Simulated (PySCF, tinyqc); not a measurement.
RHF in the sto-3g basis, for BeH+, spin multiplicity 1, step by step. The lowest restricted solution is unstable here: a spin-polarised one lies 0.0803 hartree lower (PySCF). Computed by tinyqc, a small Python program that keeps every step (integrals from PySCF). Settings: charge = 1, multiplicity = 1, basis = sto-3g, energy threshold = 1e-09, iteration cap = 69, orthogonalisation = symmetric, start = atomic densities, DIIS depth = 0, method = RHF. Command: `OMP_NUM_THREADS=1 python tinyqc.py 28271 28272 out.jsonl` (the two numbers bound the seeds that draw the settings). One thread of a shared host (Intel(R) Xeon(R) Processor @ 2.60GHz), about 0.07 s of CPU time with the checks. Later iterations appear only in the table of the cycle.

## One-electron integrals

Geometry (angstrom):
```
atom        x        y        z
Be    0.00000  0.00000  0.00000
H     0.00000  0.00000  2.59700
```

Basis sto-3g: exponents (1/bohr^2) and contraction coefficients of normalised primitives:
```
element  l (shell)  exponent  coefficient
Be           s (1)  30.16787      0.15433
Be           s (1)   5.49512      0.53533
Be           s (1)   1.48719      0.44463
Be           s (2)   1.31483     -0.09997
Be           s (2)   0.30554      0.39951
Be           s (2)   0.09937      0.70012
Be           p (3)   1.31483      0.15592
Be           p (3)   0.30554      0.60768
Be           p (3)   0.09937      0.39196
H            s (1)   3.42525      0.15433
H            s (1)   0.62391      0.53533
H            s (1)   0.16886      0.44463
```

Overlap, kinetic and nuclear-attraction integrals over the contracted functions; the nuclear repulsion is the sum of Za Zb / Rab.

nuclear repulsion = 0.8150592 hartree

overlap S, lower triangle:
```
          1Be 1s   1Be 2s  1Be 2px  1Be 2py  1Be 2pz    2H 1s
1Be 1s   1.00000
1Be 2s   0.25952  1.00000
1Be 2px  0.00000  0.00000  1.00000
1Be 2py  0.00000  0.00000  0.00000  1.00000
1Be 2pz  0.00000  0.00000  0.00000  0.00000  1.00000
2H 1s    0.00340  0.10761  0.00000  0.00000  0.16020  1.00000
```

kinetic energy T (hartree), lower triangle:
```
           1Be 1s    1Be 2s  1Be 2px  1Be 2py  1Be 2pz    2H 1s
1Be 1s    6.69397
1Be 2s   -0.03301   0.21111
1Be 2px   0.00000   0.00000  0.66059
1Be 2py   0.00000   0.00000  0.00000  0.66059
1Be 2pz   0.00000   0.00000  0.00000  0.00000  0.66059
2H 1s    -0.00241  -0.00761  0.00000  0.00000  0.00237  0.76003
```

nuclear attraction V (hartree), lower triangle:
```
            1Be 1s    1Be 2s   1Be 2px   1Be 2py   1Be 2pz     2H 1s
1Be 1s   -14.76486
1Be 2s    -1.95213  -2.51683
1Be 2px    0.00000   0.00000  -2.48890
1Be 2py    0.00000   0.00000   0.00000  -2.48890
1Be 2pz   -0.00479  -0.05167   0.00000   0.00000  -2.51689
2H 1s     -0.02420  -0.19591   0.00000   0.00000  -0.28578  -2.04166
```

core Hamiltonian H = T + V (hartree), lower triangle:
```
           1Be 1s    1Be 2s   1Be 2px   1Be 2py   1Be 2pz     2H 1s
1Be 1s   -8.07088
1Be 2s   -1.98514  -2.30572
1Be 2px   0.00000   0.00000  -1.82831
1Be 2py   0.00000   0.00000   0.00000  -1.82831
1Be 2pz  -0.00479  -0.05167   0.00000   0.00000  -1.85630
2H 1s    -0.02661  -0.20352   0.00000   0.00000  -0.28341  -1.28163
```

## Two-electron integrals

Functions are numbered as in S; the eight-fold symmetry (ij|kl) = (ji|kl) = (kl|ij) leaves the list below.

Two-electron integrals (ij|kl) in chemists' order, unique and non-zero (hartree):
```
(11|11) 2.29883    (21|11) 0.39204    (21|21) 0.07954    (22|11) 0.57099
(22|21) 0.14304    (22|22) 0.41768    (31|31) 0.01461    (32|31) 0.02189
(32|32) 0.09226    (33|11) 0.56958    (33|21) 0.14308    (33|22) 0.41759
(33|33) 0.44986    (41|41) 0.01461    (42|41) 0.02189    (42|42) 0.09226
(43|43) 0.02425    (44|11) 0.56958    (44|21) 0.14308    (44|22) 0.41759
(44|33) 0.40136    (44|44) 0.44986    (51|51) 0.01461    (52|51) 0.02189
(52|52) 0.09226    (53|53) 0.02425    (54|54) 0.02425    (55|11) 0.56958
(55|21) 0.14308    (55|22) 0.41759    (55|33) 0.40136    (55|44) 0.40136
(55|55) 0.44986    (61|11) 0.00487    (61|21) 0.00100    (61|22) 0.00186
(61|33) 0.00184    (61|44) 0.00184    (61|51) 0.00012    (61|52) 0.00023
(61|55) 0.00189    (61|61) 1.37e-05   (62|11) 0.03348    (62|21) 0.00862
(62|22) 0.03057    (62|33) 0.02926    (62|44) 0.02926    (62|51) 0.00104
(62|52) 0.00827    (62|55) 0.03316    (62|61) 0.00013    (62|62) 0.00526
(63|31) 0.00043    (63|32) 0.00262    (63|53) 0.00112    (63|63) 0.00027
(64|41) 0.00043    (64|42) 0.00262    (64|54) 0.00112    (64|64) 0.00027
(65|11) 0.04641    (65|21) 0.01201    (65|22) 0.04352    (65|33) 0.04132
(65|44) 0.04132    (65|51) 0.00159    (65|52) 0.01267    (65|55) 0.04786
(65|61) 0.00018    (65|62) 0.00809    (65|65) 0.01249    (66|11) 0.20376
(66|21) 0.05288    (66|22) 0.20306    (66|33) 0.19410    (66|44) 0.19410
(66|51) 0.00479    (66|52) 0.05083    (66|55) 0.22072    (66|61) 0.00076
(66|62) 0.05173    (66|65) 0.08256    (66|66) 0.77461
```

## Orthogonalisation

S = U s U^T; symmetric (Loewdin) form X = U s^(-1/2) U^T, so that X^T S X = 1.

eigenvalues of S: 0.71162  0.85507  1.00000  1.00000  1.14193  1.29137

X, lower triangle:
```
           1Be 1s    1Be 2s  1Be 2px  1Be 2py   1Be 2pz    2H 1s
1Be 1s    1.02675
1Be 2s   -0.13645   1.03145
1Be 2px   0.00000   0.00000  1.00000
1Be 2py   0.00000   0.00000  0.00000  1.00000
1Be 2pz  -0.00130   0.00695  0.00000  0.00000   1.00990
2H 1s     0.00951  -0.05722  0.00000  0.00000  -0.08205  1.01454
```

## Starting guess

The start is atomic minimal-basis densities projected into this basis (PySCF's MINAO start) and scaled to the electron count of each spin; this density is not idempotent, so its energy is not variational and may lie below the converged one.

D at the start, lower triangle:
```
           1Be 1s    1Be 2s  1Be 2px  1Be 2py  1Be 2pz    2H 1s
1Be 1s    1.72790
1Be 2s   -0.43377   1.68734
1Be 2px   0.00000   0.00000  0.00000
1Be 2py   0.00000   0.00000  0.00000  0.00000
1Be 2pz   0.00248  -0.00692  0.00000  0.00000  0.00063
2H 1s    -0.02056   0.07860  0.00000  0.00000  0.02143  0.78562
```

## Iteration 1: building the Fock matrix

J_ij = sum D_kl (ij|kl), K_ij = sum D_kl (ik|jl); F = H + J - 0.5 K; E = tr D H + tr D J / 2 - 0.25 tr D K + E_nn.

Coulomb J (hartree), lower triangle:
```
          1Be 1s   1Be 2s  1Be 2px  1Be 2py  1Be 2pz    2H 1s
1Be 1s   4.76299
1Be 2s   0.89322  1.73368
1Be 2px  0.00000  0.00000  1.72370
1Be 2py  0.00000  0.00000  0.00000  1.72370
1Be 2pz  0.00376  0.04060  0.00000  0.00000  1.74554
2H 1s    0.01130  0.14367  0.00000  0.00000  0.20974  1.26848
```

exchange K (hartree), lower triangle:
```
          1Be 1s   1Be 2s  1Be 2px  1Be 2py  1Be 2pz    2H 1s
1Be 1s   3.76624
1Be 2s   0.63683  0.72711
1Be 2px  0.00000  0.00000  0.16260
1Be 2py  0.00000  0.00000  0.00000  0.16260
1Be 2pz  0.00053  0.00802  0.00000  0.00000  0.17601
2H 1s    0.00872  0.10563  0.00000  0.00000  0.08773  0.62888
```

Fock matrix F (hartree), lower triangle:
```
           1Be 1s    1Be 2s   1Be 2px   1Be 2py   1Be 2pz     2H 1s
1Be 1s   -5.19101
1Be 2s   -1.41034  -0.93560
1Be 2px   0.00000   0.00000  -0.18591
1Be 2py   0.00000   0.00000   0.00000  -0.18591
1Be 2pz  -0.00130  -0.01509   0.00000   0.00000  -0.19876
2H 1s    -0.01967  -0.11267   0.00000   0.00000  -0.11753  -0.32759
```

total energy of this density = -12.5691400 hartree

This density is the starting one; it is not idempotent, so its energy is not variational and may lie below the converged one.

## Iteration 1: diagonalisation and new density

Diagonalise F' = X^T F X, C = X C', fill 2 alpha and 2 beta electrons from the bottom; D = 2 C_occ C_occ^T. Each column has its largest component positive (the first on a tie).

F' = X^T F X (hartree), lower triangle:
```
          1         2         3         4         5         6
1  -5.09485
2  -0.66156  -0.68326
3   0.00000   0.00000  -0.18591
4   0.00000   0.00000   0.00000  -0.18591
5  -0.00199  -0.00665   0.00000   0.00000  -0.18556
6   0.01885  -0.05941   0.00000   0.00000  -0.07765  -0.30839
```

orbital energies (hartree): MO1 -5.19194, MO2 -0.60044, MO3 -0.33277, MO4 -0.18591, MO5 -0.18591, MO6 -0.14690

coefficients C:
```
              MO1       MO2       MO3      MO4       MO5       MO6
1Be 1s    0.99605  -0.27418   0.07207  0.00000   0.00000  -0.02103
1Be 2s    0.01484   1.00098  -0.27680  0.00000   0.00000   0.08384
1Be 2px   0.00000   0.00000   0.00000  0.98267  -0.18534   0.00000
1Be 2py   0.00000   0.00000   0.00000  0.18534   0.98267   0.00000
1Be 2pz   0.00045   0.04532   0.37936  0.00000   0.00000   0.93846
2H 1s    -0.00101   0.16212   0.85511  0.00000   0.00000  -0.53092
```

D after iteration 1, lower triangle:
```
           1Be 1s   1Be 2s  1Be 2px  1Be 2py  1Be 2pz    2H 1s
1Be 1s    2.13459
1Be 2s   -0.51935  2.00435
1Be 2px   0.00000  0.00000  0.00000
1Be 2py   0.00000  0.00000  0.00000  0.00000
1Be 2pz  -0.02396  0.09075  0.00000  0.00000  0.00411
2H 1s    -0.09092  0.32453  0.00000  0.00000  0.01470  0.05257
```

Within a degenerate level the vectors are fixed only up to a rotation; this is one choice.

## Iteration 2: building the Fock matrix

As before.

Coulomb J (hartree), lower triangle:
```
          1Be 1s   1Be 2s  1Be 2px  1Be 2py  1Be 2pz    2H 1s
1Be 1s   5.67958
1Be 2s   1.05006  1.94061
1Be 2px  0.00000  0.00000  1.93592
1Be 2py  0.00000  0.00000  0.00000  1.93592
1Be 2pz  0.00422  0.02407  0.00000  0.00000  1.94023
2H 1s    0.01324  0.13171  0.00000  0.00000  0.18617  0.87351
```

exchange K (hartree), lower triangle:
```
          1Be 1s   1Be 2s  1Be 2px  1Be 2py  1Be 2pz    2H 1s
1Be 1s   4.65911
1Be 2s   0.78607  0.87756
1Be 2px  0.00000  0.00000  0.19514
1Be 2py  0.00000  0.00000  0.00000  0.19514
1Be 2pz  0.00077  0.05904  0.00000  0.00000  0.20522
2H 1s    0.00864  0.12880  0.00000  0.00000  0.04688  0.08855
```

Fock matrix F (hartree), lower triangle:
```
           1Be 1s    1Be 2s  1Be 2px  1Be 2py   1Be 2pz     2H 1s
1Be 1s   -4.72086
1Be 2s   -1.32811  -0.80390
1Be 2px   0.00000   0.00000  0.01003
1Be 2py   0.00000   0.00000  0.00000  0.01003
1Be 2pz  -0.00095  -0.05712  0.00000  0.00000  -0.01868
2H 1s    -0.01769  -0.13620  0.00000  0.00000  -0.12068  -0.45240
```

total energy of this density = -14.4044933 hartree

## Iteration 2: diagonalisation and new density

As before.

F' = X^T F X (hartree), lower triangle:
```
          1         2        3        4         5         6
1  -4.61972
2  -0.65773  -0.55572
3   0.00000   0.00000  0.01003
4   0.00000   0.00000  0.00000  0.01003
5   0.00340  -0.04676  0.00000  0.00000  -0.00277
6   0.02319  -0.08064  0.00000  0.00000  -0.08330  -0.43236
```

orbital energies (hartree): MO1 -4.72355, MO2 -0.54125, MO3 -0.36067, MO4 0.01003, MO5 0.01003, MO6 0.01491

coefficients C:
```
              MO1       MO2       MO3      MO4       MO5       MO6
1Be 1s    0.99292  -0.20384  -0.21270  0.00000   0.00000   0.01596
1Be 2s    0.02611   0.70886   0.76140  0.00000   0.00000  -0.05415
1Be 2px   0.00000   0.00000   0.00000  0.07711   0.99702   0.00000
1Be 2py   0.00000   0.00000   0.00000  0.99702  -0.07711   0.00000
1Be 2pz   0.00079   0.11811  -0.01340  0.00000   0.00000   1.00625
2H 1s    -0.00202   0.63072  -0.76109  0.00000   0.00000  -0.24963
```

D after iteration 2, lower triangle:
```
           1Be 1s   1Be 2s  1Be 2px  1Be 2py  1Be 2pz    2H 1s
1Be 1s    2.05487
1Be 2s   -0.23714  1.00632
1Be 2px   0.00000  0.00000  0.00000
1Be 2py   0.00000  0.00000  0.00000  0.00000
1Be 2pz  -0.04658  0.16749  0.00000  0.00000  0.02790
2H 1s    -0.26114  0.89407  0.00000  0.00000  0.14898  0.79561
```

Within a degenerate level the vectors are fixed only up to a rotation; this is one choice.

## Iteration 3: building the Fock matrix

As before.

Coulomb J (hartree), lower triangle:
```
          1Be 1s   1Be 2s  1Be 2px  1Be 2py  1Be 2pz    2H 1s
1Be 1s   5.36161
1Be 2s   0.97634  1.76565
1Be 2px  0.00000  0.00000  1.75207
1Be 2py  0.00000  0.00000  0.00000  1.75207
1Be 2pz  0.01205  0.08776  0.00000  0.00000  1.78350
2H 1s    0.01239  0.15198  0.00000  0.00000  0.22268  1.35370
```

exchange K (hartree), lower triangle:
```
           1Be 1s   1Be 2s  1Be 2px  1Be 2py  1Be 2pz    2H 1s
1Be 1s    4.61760
1Be 2s    0.79653  0.57531
1Be 2px   0.00000  0.00000  0.11816
1Be 2py   0.00000  0.00000  0.00000  0.11816
1Be 2pz  -0.00014  0.13387  0.00000  0.00000  0.17106
2H 1s     0.00609  0.26114  0.00000  0.00000  0.16892  0.74130
```

Fock matrix F (hartree), lower triangle:
```
           1Be 1s    1Be 2s   1Be 2px   1Be 2py   1Be 2pz     2H 1s
1Be 1s   -5.01807
1Be 2s   -1.40706  -0.82772
1Be 2px   0.00000   0.00000  -0.13532
1Be 2py   0.00000   0.00000   0.00000  -0.13532
1Be 2pz   0.00733  -0.03085   0.00000   0.00000  -0.15832
2H 1s    -0.01727  -0.18211   0.00000   0.00000  -0.14519  -0.29858
```

total energy of this density = -14.4730242 hartree

## Iteration 3: diagonalisation and new density

As before.

F' = X^T F X (hartree), lower triangle:
```
          1         2         3         4         5         6
1  -4.91124
2  -0.69873  -0.55808
3   0.00000   0.00000  -0.13532
4   0.00000   0.00000   0.00000  -0.13532
5   0.00749  -0.01550   0.00000   0.00000  -0.13969
6   0.03278  -0.13976   0.00000   0.00000  -0.11180  -0.26535
```

orbital energies (hartree): MO1 -5.02068, MO2 -0.53930, MO3 -0.25065, MO4 -0.13532, MO5 -0.13532, MO6 -0.06373

coefficients C:
```
              MO1       MO2       MO3      MO4       MO5       MO6
1Be 1s    0.99329  -0.24076   0.15763  0.00000   0.00000  -0.05917
1Be 2s    0.02480   0.84628  -0.56491  0.00000   0.00000   0.22337
1Be 2px   0.00000   0.00000   0.00000  0.46435   0.88565   0.00000
1Be 2py   0.00000   0.00000   0.00000  0.88565  -0.46435   0.00000
1Be 2pz  -0.00111   0.14350   0.52028  0.00000   0.00000   0.85755
2H 1s    -0.00169   0.45582   0.63424  0.00000   0.00000  -0.65524
```

D after iteration 3, lower triangle:
```
           1Be 1s   1Be 2s  1Be 2px  1Be 2py  1Be 2pz    2H 1s
1Be 1s    2.08916
1Be 2s   -0.35824  1.43362
1Be 2px   0.00000  0.00000  0.00000
1Be 2py   0.00000  0.00000  0.00000  0.00000
1Be 2pz  -0.07131  0.24283  0.00000  0.00000  0.04119
2H 1s    -0.22283  0.77142  0.00000  0.00000  0.13082  0.41554
```

Within a degenerate level the vectors are fixed only up to a rotation; this is one choice.

## Iteration 4: building the Fock matrix

As before.

Coulomb J (hartree), lower triangle:
```
          1Be 1s   1Be 2s  1Be 2px  1Be 2py  1Be 2pz    2H 1s
1Be 1s   5.51008
1Be 2s   1.01097  1.84850
1Be 2px  0.00000  0.00000  1.83841
1Be 2py  0.00000  0.00000  0.00000  1.83841
1Be 2pz  0.01250  0.07879  0.00000  0.00000  1.85918
2H 1s    0.01284  0.14450  0.00000  0.00000  0.20862  1.13497
```

exchange K (hartree), lower triangle:
```
           1Be 1s   1Be 2s  1Be 2px  1Be 2py  1Be 2pz    2H 1s
1Be 1s    4.63579
1Be 2s    0.79257  0.71396
1Be 2px   0.00000  0.00000  0.15236
1Be 2py   0.00000  0.00000  0.00000  0.15236
1Be 2pz  -0.00200  0.15845  0.00000  0.00000  0.20219
2H 1s     0.00655  0.23248  0.00000  0.00000  0.13366  0.43486
```

Fock matrix F (hartree), lower triangle:
```
           1Be 1s    1Be 2s   1Be 2px   1Be 2py   1Be 2pz     2H 1s
1Be 1s   -4.87869
1Be 2s   -1.37045  -0.81420
1Be 2px   0.00000   0.00000  -0.06608
1Be 2py   0.00000   0.00000   0.00000  -0.06608
1Be 2pz   0.00871  -0.05211   0.00000   0.00000  -0.09821
2H 1s    -0.01705  -0.17526   0.00000   0.00000  -0.14161  -0.36410
```

total energy of this density = -14.4918563 hartree

## Iteration 4: diagonalisation and new density

As before.

F' = X^T F X (hartree), lower triangle:
```
          1         2         3         4         5         6
1  -4.77435
2  -0.68051  -0.55272
3   0.00000   0.00000  -0.06608
4   0.00000   0.00000   0.00000  -0.06608
5   0.01198  -0.03847   0.00000   0.00000  -0.07973
6   0.03034  -0.12731   0.00000   0.00000  -0.10631  -0.33395
```

orbital energies (hartree): MO1 -4.88136, MO2 -0.55027, MO3 -0.26813, MO4 -0.06608, MO5 -0.06608, MO6 -0.04099

coefficients C:
```
              MO1       MO2       MO3      MO4       MO5       MO6
1Be 1s    0.99310  -0.22670   0.18757  0.00000   0.00000  -0.01009
1Be 2s    0.02544   0.79395  -0.67273  0.00000   0.00000   0.04752
1Be 2px   0.00000   0.00000   0.00000  0.99982  -0.01894   0.00000
1Be 2py   0.00000   0.00000   0.00000  0.01894   0.99982   0.00000
1Be 2pz  -0.00131   0.15759   0.22648  0.00000   0.00000   0.97496
2H 1s    -0.00169   0.52169   0.76191  0.00000   0.00000  -0.43210
```

D after iteration 4, lower triangle:
```
           1Be 1s   1Be 2s  1Be 2px  1Be 2py  1Be 2pz    2H 1s
1Be 1s    2.07529
1Be 2s   -0.30945  1.26201
1Be 2px   0.00000  0.00000  0.00000
1Be 2py   0.00000  0.00000  0.00000  0.00000
1Be 2pz  -0.07404  0.25017  0.00000  0.00000  0.04967
2H 1s    -0.23988  0.82830  0.00000  0.00000  0.16443  0.54432
```

Within a degenerate level the vectors are fixed only up to a rotation; this is one choice.

## Iteration 13 (converged): orbitals

converged F (hartree), lower triangle:
```
           1Be 1s    1Be 2s   1Be 2px   1Be 2py   1Be 2pz     2H 1s
1Be 1s   -4.91575
1Be 2s   -1.38056  -0.81481
1Be 2px   0.00000   0.00000  -0.08395
1Be 2py   0.00000   0.00000   0.00000  -0.08395
1Be 2pz   0.01066  -0.04954   0.00000   0.00000  -0.11803
2H 1s    -0.01717  -0.17859   0.00000   0.00000  -0.14640  -0.34309
```

As before.

F' = X^T F X (hartree), lower triangle:
```
          1         2         3         4         5         6
1  -4.81058
2  -0.68618  -0.55072
3   0.00000   0.00000  -0.08395
4   0.00000   0.00000   0.00000  -0.08395
5   0.01357  -0.03553   0.00000   0.00000  -0.09897
6   0.03099  -0.13233   0.00000   0.00000  -0.11153  -0.31125
```

orbital energies (hartree): MO1 -4.91842, MO2 -0.54687, MO3 -0.25620, MO4 -0.08395, MO5 -0.08395, MO6 -0.05003

coefficients C:
```
              MO1       MO2       MO3       MO4      MO5       MO6
1Be 1s    0.99314  -0.22949   0.18297   0.00000  0.00000  -0.02163
1Be 2s    0.02532   0.80466  -0.65536   0.00000  0.00000   0.09060
1Be 2px   0.00000   0.00000   0.00000  -0.05435  0.99852   0.00000
1Be 2py   0.00000   0.00000   0.00000   0.99852  0.05435   0.00000
1Be 2pz  -0.00173   0.16776   0.30825   0.00000  0.00000   0.95053
2H 1s    -0.00160   0.50396   0.73092   0.00000  0.00000  -0.50115
```

D after iteration 13, lower triangle:
```
           1Be 1s   1Be 2s  1Be 2px  1Be 2py  1Be 2pz    2H 1s
1Be 1s    2.07797
1Be 2s   -0.31903  1.29624
1Be 2px   0.00000  0.00000  0.00000
1Be 2py   0.00000  0.00000  0.00000  0.00000
1Be 2pz  -0.08043  0.26989  0.00000  0.00000  0.05629
2H 1s    -0.23449  0.81096  0.00000  0.00000  0.16909  0.50796
```

Within a degenerate level the vectors are fixed only up to a rotation; this is one choice.

## Convergence

Stop when the energy changes by less than 1e-09 hartree and every element of the error matrix X^T (F D S - S D F) X is below 9e-06.

Course of the cycle:
```
iteration  E (hartree)     change  largest element of the error matrix
1          -12.5691400          -                             5.20e-02
2          -14.4044933  -1.84e+00                             1.44e-01
3          -14.4730242  -6.85e-02                             1.35e-01
4          -14.4918563  -1.88e-02                             4.35e-02
5          -14.4944764  -2.62e-03                             1.68e-02
6          -14.4948243  -3.48e-04                             5.48e-03
7          -14.4948676  -4.33e-05                             1.96e-03
8          -14.4948731  -5.42e-06                             6.34e-04
9          -14.4948737  -6.85e-07                             2.28e-04
10         -14.4948738  -8.86e-08                             7.23e-05
11         -14.4948738  -1.18e-08                             2.65e-05
12         -14.4948738  -1.61e-09                             8.20e-06
13         -14.4948738  -2.26e-10                             3.10e-06
```

PySCF RHF in the same basis = -14.4948738 hartree

Converged in 13 iterations.

## Populations, bond orders and dipole

Mulliken: Z minus the diagonal of D S on the atom; Loewdin: the same with S^(1/2) D S^(1/2); Mayer order: 2 sum_s sum (D(s) S)_ij (D(s) S)_ji over the two atoms.

Charges (e):
```
atom  Mulliken  Loewdin
1Be    0.62152  0.62565
2H     0.37848  0.37435
```

Mayer bond orders:
```
pair    order
2-1   0.85675
```

dipole moment about the origin, x y z (debye): 0.00000  0.00000  2.52098
